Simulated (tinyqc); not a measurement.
Changing the z J_AB: two-sublattice mean-field magnet: ferrimagnet, compensation points and susceptibility. Computed by tinyqc, a small Python program. Command: `OMP_NUM_THREADS=1 python tinyqc.py 3002857 3002858 out.jsonl ferri sweep`. One thread of a shared host (Intel(R) Xeon(R) Processor @ 2.30GHz), about 0.03 s of CPU time with the checks.

A random alloy A(1-x)B(x) with H = -sum over pairs J S_i.S_j. a = <S_A> and b = <S_B> are taken along z, a > 0. Exchange fields: h_A = (1 - x) zJ_AA a + x zJ_AB b, h_B = (1 - x) zJ_AB a + x zJ_BB b; a = S_A B_(S_A)(S_A h_A/(k_B T)) and likewise for b, with the Brillouin function B_S(y) = [(2S + 1)/(2S)] coth[(2S + 1) y/(2S)] - [1/(2S)] coth[y/(2S)].

Inputs (values chosen for the exercise, for a model ferrimagnet):
```
quantity                 value  unit
spin S_A                   2.5     -
spin S_B                   3.5     -
g factor g_A               2.2     -
g factor g_B                 2     -
fraction x of B sites     0.26     -
z J_AA                    9.85   meV
z J_BB                    0.88   meV
T over T_c                 0.2     -
largest number of steps   3000     -
```

Constants: k_B = 8.617333262e-05 eV/K.

Method:
- Linearised, T (a, b) = M (a, b) with M_ij = S_i (S_i + 1) c_j zJ_ij/(3 k_B), c_A = 1 - x, c_B = x. T_c is the larger eigenvalue, and its eigenvector gives b/a at onset, (T_c - M_AA)/M_AB.
- Repeat from a = S_A, b = -S_B until a and b change by less than 1e-10.
- Net moment m = (1 - x) g_A a + x g_B b in mu_B per site; net spin s = (1 - x) a + x b. At T = 0, a = S_A and b = -S_B. Effective g = m/s.
- T_M: m = 0; T_A: s = 0; searched between 0.02 and 0.97 T_c, and given as 0 if there is no change of sign.

One run for each value:
```
z J_AB (meV)  T_c (K)        b  net moment m (mu_B)  magnetic compensation T_M (K)
-9.80          357.59  -3.4505               2.2548                              0
-8.50          335.77  -3.4380               2.2630                              0
-7.20          315.02  -3.4186               2.2744                              0
-5.80          294.31  -3.3834               2.2938                              0
-4.50          277.22  -3.3230               2.3257                              0
-3.20          263.02  -3.1984               2.3901                              0
-1.80          252.10  -2.8341               2.5776                              0
-0.49          247.12  -1.3830               3.3284                              0
```

What does the table show?

Over the rows, T_c (K) falls from 358 to 247; b rises from -3.45 to -1.38; net moment m (mu_B) rises from 2.25 to 3.33.

Extremes, crossings and ranges named in words are read from the listed rows.
